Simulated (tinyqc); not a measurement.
p-n diode with diffusion and depletion-layer recombination: currents and ideality against junction voltage.

Abrupt junction in the depletion approximation, low injection, full ionisation, neutral widths fixed, ohmic contact on the p side. Vj is the junction voltage; where a series resistance Rs is given, V = Vj + J Rs is the terminal voltage.

ni = sqrt(Nc Nv) exp(-Eg/(2 Vt)), Eg in volts; D = mu Vt; Ln = sqrt(Dn tn), Lp = sqrt(Dp tp); J0n = q ni^2 Dn coth(wp/Ln)/(Ln Na); J0p = (q ni^2 Dp/(Lp Nd)) (s + tanh(wn/Lp))/(1 + s tanh(wn/Lp)), s = Sp Lp/Dp. J_diff = (J0n + J0p)(exp(Vj/Vt) - 1). Vbi = Vt ln(Na Nd/ni^2), W = sqrt(2 eps0 eps_r (Vbi - Vj)(1/Na + 1/Nd)/q), xp = W Nd/(Na + Nd), xn = W Na/(Na + Nd); u(x) = q Na (x + xp)^2/(2 eps0 eps_r) for x < 0 and Vbi - Vj - q Nd (xn - x)^2/(2 eps0 eps_r) for x > 0; p = Na exp(-u/Vt), n = Nd exp((u - Vbi + Vj)/Vt); U = ni^2 (exp(Vj/Vt) - 1)/(tp (n + ni exp(Et/Vt)) + tn (p + ni exp(-Et/Vt))); J_scr = q times the integral of U from -xp to xn. J = J_diff + J_scr. Ideality = (1/Vt) dVj/d ln J or (1/Vt) dV/d ln J; last column ni^2 exp(Vj/Vt)/N^2.

Parameters, values chosen for the exercise; band and dielectric values those of a made-up semiconductor:
- T = 273 K (temperature)
- Eg = 1.57 eV (band gap)
- eps_r = 14.2 (relative permittivity)
- Nc = 3.72e17 cm^-3 (conduction-band density of states at T)
- Nv = 1.17e19 cm^-3 (valence-band density of states at T)
- Na = 8e16 cm^-3 (acceptor density)
- Nd = 1.9e16 cm^-3 (donor density)
- mun = 2300 cm^2/(V s) (electron mobility in the p side)
- mup = 140 cm^2/(V s) (hole mobility in the n side)
- tn = 3e-6 s (electron lifetime)
- tp = 6e-9 s (hole lifetime)
- wp = 2.1 um (neutral width of the p side)
- wn = 2.7 um (neutral width of the n side)
- Sp = 1e7 cm/s (recombination velocity at the n contact)
- Rs = 0.00025 ohm cm^2 (series resistance)
- Et = 0 eV (trap level above the intrinsic level)

Constants: q = 1.602176634e-19 C, kB = 1.380649e-23 J/K, Vt = kB T/q, eps0 = 8.8541878128e-14 F/cm where lengths are in cm. Results are converted to the units shown.

Results:
```
Vj (V),J_diff (A/cm^2),J_scr (A/cm^2),J (A/cm^2),V (V),ideality against Vj,ideality against V,"minority/doping, lighter side"
0.35,9.448e-17,1.109e-11,1.109e-11,0.3500,1.938,1.938,3.624e-19
0.46,1.014e-14,1.237e-10,1.237e-10,0.4600,1.937,1.937,3.889e-17
0.68,1.168e-10,1.590e-8,1.602e-8,0.6800,1.898,1.898,4.479e-13
0.79,1.253e-8,1.865e-7,1.990e-7,0.7900,1.786,1.786,4.807e-11
0.91,2.058e-6,2.885e-6,4.942e-6,0.9100,1.361,1.361,7.891e-9
1.02,2.208e-4,3.929e-5,2.601e-4,1.020,1.069,1.069,8.469e-7
1.13,0.02370,6.123e-4,0.02431,1.130,1.011,1.011,9.089e-5
1.24,2.543,0.003560,2.547,1.241,1.001,1.028,0.009754
```

Estimate the missing row, Vj = 0.57 V.

Computed row:
```
Vj (V),J_diff (A/cm^2),J_scr (A/cm^2),J (A/cm^2),V (V),ideality against Vj,ideality against V,"minority/doping, lighter side"
0.57,1.088e-12,1.391e-9,1.392e-9,0.5700,1.925,1.925,4.173e-15
```

With this row back in the table: The ideality against Vj falls from 1.94 to 1.00. Diffusion overtakes recombination in the layer between Vj = 0.91 and 1.02 V. J_scr alone has an ideality of 1.94 between the first two rows and 2.66 between the last two.

Computed by the program tinyqc: `OMP_NUM_THREADS=1 python tinyqc.py 2260141 2260142 out.jsonl`, one thread of a shared Intel Xeon 2.30GHz, about 0.01 s for the whole run.
